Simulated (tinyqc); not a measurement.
Scattering mobility, thermal velocity and mass from two apparent mobilities.

Question. 1/mu_app = 1/mu_0 + 1/mu_B with the ballistic mobility mu_B = vT L/(2 Vt) and vT = sqrt(2 kB T/(pi m)) (non-degenerate carriers); the mean free path is 2 Vt mu_0/vT. Find mu_0, vT, m and the mean free path.

Values chosen for this exercise:
```
symbol,value,unit,meaning
T,300,K,temperature
```

Constants: q = 1.602176634e-19 C, kB = 1.380649e-23 J/K, m0 = 9.1093837015e-31 kg, Vt = kB T/q. Results are converted to the units shown.

apparent mobility at L = 25 and 400 nm (cm^2/(V s)): [1028.2219, 4439.3494]

Answer. 1/mu_app is linear in 1/L: the slope is 2 Vt/vT and the intercept 1/mu_0.

mu_0 = 5700 cm^2/(V s)
vT = 2.595e7 cm/s
m = 0.04300 m0
mean free path = 113.6 nm

Numbers from tinyqc (`OMP_NUM_THREADS=1 python tinyqc.py 2380122 2380123 out.jsonl`; about 0.01 s on one thread of a shared Intel Xeon 2.30GHz).
